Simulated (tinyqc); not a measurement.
Electromigration in a confined line: Blech product, Korhonen stress evolution and Black's law: one step, computed by the program tinyqc.

The electron wind pushes atoms from the cathode (x = 0) to the anode (x = L); blocking ends build a back stress (tension positive). The input rho is taken not to change with temperature. d sigma/dt = d/dx [kappa (d sigma/dx + G)], with zero flux at both ends and sigma = sigma_0 at t = 0.

Question. Extrapolation by Black's law. Median life t50 = A j^(-n) exp(E/(k_B T)); acceleration factor = t50(use)/t50(test) = (j/j_u)^n exp[(E/k_B)(1/T_u - 1/T)]. Temperatures in kelvin are T(C) + 273.15.

Inputs (values chosen for the exercise, close to those used for aluminium lines):

| quantity | value | unit |
|---|---|---|
| activation energy E | 0.693 | eV |
| current density j | 0.61 | MA/cm^2 |
| line length L | 17 | um |
| test temperature T | 230 | C |
| use temperature T_u | 125 | C |
| use current density j_u | 0.33 | MA/cm^2 |
| current exponent n | 2 | - |

Start: thermal stress.

Constants: k_B = 8.617333262e-05 eV/K.

Give: current factor; temperature factor; acceleration factor.

Answer.

current factor = 3.417

temperature factor = 67.70

acceleration factor = 231.3

Caution: the test j L lies below the critical product, so the line would not void in the test and the acceleration factor is formal. Caution: j_u L lies below the critical product, so the acceleration factor is formal: at use the line would not void.
